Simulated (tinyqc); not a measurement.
Dopant redistribution at a moving silicon-oxide interface during parabolic oxidation: one step, computed by the program tinyqc.

Uniformly doped silicon is oxidised with x_ox = sqrt(B t); the interface advances into the silicon by alpha x_ox, alpha = 0.44. The dopant does not move in the oxide, and at the interface C(silicon) = m C(oxide).

Question. Rates. D = D0 exp(-E/(k_B T)), converted with 1 cm^2/s = 3.6e11 um^2/h; B = B0 exp(-E_B/(k_B T)); s = alpha sqrt(B/(4 D)), the interface advance over 2 sqrt(D t). Temperatures in kelvin are T(C) + 273.15.

Inputs (values chosen for the exercise, modelled on boron in silicon under steam):
```
quantity                         value    unit
dopant prefactor D0              0.849  cm^2/s
dopant activation energy E         3.5      eV
oxidation prefactor B0             388  um^2/h
oxidation activation energy E_B   0.79      eV
temperature T                      950       C
time t                            0.66       h
```

Constants: k_B = 8.617333262e-05 eV/K.

Give: D; B; s; oxide thickness; diffusion length 2 sqrt(D t).

Answer.

D = 0.001159 um^2/h

B = 0.2157 um^2/h

s = 3.001

oxide thickness = 0.3773 um

diffusion length 2 sqrt(D t) = 0.05531 um

The interface outruns diffusion. Caution: in this case the oxide is not much thicker than a typical Deal-Grove length A, so real growth is slower than parabolic. Caution: parabolic growth needs an oxide much thicker than the Deal-Grove length A, which fails for thin films and low temperatures; oxidation-enhanced or retarded diffusion is ignored.
